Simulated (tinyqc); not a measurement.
Sputter depth profiling of a dopant layer: erosion rate, quantification and the mixing-roughness response. Inputs raised by 2 %, one at a time. Computed by tinyqc, a small Python program. Command: `OMP_NUM_THREADS=1 python tinyqc.py 3021292 3021293 out.jsonl sims sens`. One thread of a shared host (Intel(R) Xeon(R) Processor @ 2.30GHz), about 0.2 s of CPU time with the checks.

A rastered ion beam erodes silicon (49.94 atoms per nm^3). The measured profile is the true one convolved with a depth response.

Inputs (values chosen for the exercise, modelled on a dopant in silicon under an oxygen or caesium beam):

| quantity | value | unit |
|---|---|---|
| beam energy E | 0.86 | keV |
| beam current | 360 | nA |
| raster side | 400 | um |
| sputter yield at 1 keV | 0.84 | - |
| mixing length at 1 keV | 1.3 | nm |
| roughness sigma | 1.2 | nm |
| depth of the top edge z0 | 52 | nm |
| box width b | 14 | nm |
| box concentration C | 2.3e+20 | 1/cm^3 |
| relative sensitivity factor RSF | 2.6e+20 | 1/cm^3 |
| matrix count rate | 4.7e+06 | 1/s |
| background count rate | 2.3 | 1/s |
| counting time per point | 2 | s |
| level that defines the junction C_B | 2e+16 | 1/cm^3 |

True profile: box.

Constants: e = 1.602176634e-19 C.

Method:
- Scaling chosen for the exercise: yield Y = Y1 E^0.5, mixing length w = w1 E^0.5 (E in keV).
- Erosion rate = Y I/(e x raster^2 x density); depth step = rate x counting time; concentration = RSF x counts/matrix counts; detection limit = RSF x 3 sqrt(background x time)/(matrix rate x time).
- Mixing alone turns a layer at z0 into (1/w) exp(-(z - z0 + w)/w) for z > z0 - w; roughness adds a Gaussian of width sigma. With x = z - z0 + w: g(x) = (1/(2w)) exp(sigma^2/(2 w^2) - x/w) erfc((sigma/w - x/sigma)/sqrt2), and its integral G(x) = (1/2) erfc(-x/(sigma sqrt2)) - w g(x). Measured: C [G(x) - G(x - b)].
- Find the maximum, the full width at half maximum and the deep point where the profile falls to C_B; far down, the trailing edge decays by w ln(10) per decade.
- Convolution adds means and variances: the response has mean 0 (shift -w plus exponential mean w) and variance w^2 + sigma^2; a box adds the mean b/2 and the variance b^2/12.

Runs:

| input moved | from | to | peak concentration (1/cm^3) | apparent junction depth (nm) | erosion rate (nm/s) | standard deviation (nm) |
|---|---|---|---|---|---|---|
| base run | - | - | 2.2989e+20 | 76.664 | 0.21905 | 4.3848 |
| beam energy E (keV) | 0.86 | 0.8772 | 2.2988e+20 | 76.758 | 0.22123 | 4.3881 |
| mixing length at 1 keV (nm) | 1.3 | 1.326 | 2.2987e+20 | 76.853 | 0.21905 | 4.3915 |
| roughness sigma (nm) | 1.2 | 1.224 | 2.2988e+20 | 76.688 | 0.21905 | 4.3915 |
| box width b (nm) | 14 | 14.28 | 2.2990e+20 | 76.944 | 0.21905 | 4.4594 |
| level that defines the junction C_B (1/cm^3) | 2e+16 | 2.04e+16 | 2.2989e+20 | 76.640 | 0.21905 | 4.3848 |
| box concentration C (1/cm^3) | 2.3e+20 | 2.346e+20 | 2.3448e+20 | 76.688 | 0.21905 | 4.3848 |
| beam current (nA) | 360 | 367.2 | 2.2989e+20 | 76.664 | 0.22344 | 4.3848 |

Exponents ln(y'/y) / ln(x'/x):

| input | peak concentration | apparent junction depth | erosion rate | standard deviation |
|---|---|---|---|---|
| beam energy E | -0.001 | 0.062 | 0.5 | 0.038 |
| mixing length at 1 keV | -0.003 | 0.125 | 0.0 | 0.077 |
| roughness sigma | -0.002 | 0.016 | 0.0 | 0.076 |
| box width b | 0.004 | 0.184 | 0.0 | 0.852 |
| level that defines the junction C_B | 0.000 | -0.016 | 0.0 | 0.000 |
| box concentration C | 1.000 | 0.016 | 0.0 | 0.000 |
| beam current | 0.000 | 0.000 | 1.0 | 0.000 |

To which inputs is each result most sensitive?

Among the inputs moved here: peak concentration answers most in size to box concentration C (exponent +1.000); its exponent is below 0.0005 for level that defines the junction C_B, beam current. Its exponent +0.004 in box width b: the box is resolved. Its exponent +1.000 in box concentration C: convolution is linear. Apparent junction depth answers most in size to box width b (exponent +0.184), next to mixing length at 1 keV (+0.125); its exponent is below 0.0005 for beam current. Erosion rate answers most in size to beam current (exponent +1.000), next to beam energy E (+0.500); its exponent is below 0.0005 for mixing length at 1 keV, roughness sigma, box width b, level that defines the junction C_B, box concentration C. Its exponent +0.500 in beam energy E: the chosen yield law. Standard deviation answers most in size to box width b (exponent +0.852), next to mixing length at 1 keV (+0.077); its exponent is below 0.0005 for level that defines the junction C_B, box concentration C, beam current.

Extremes, crossings and ranges named in words are read from the listed rows.
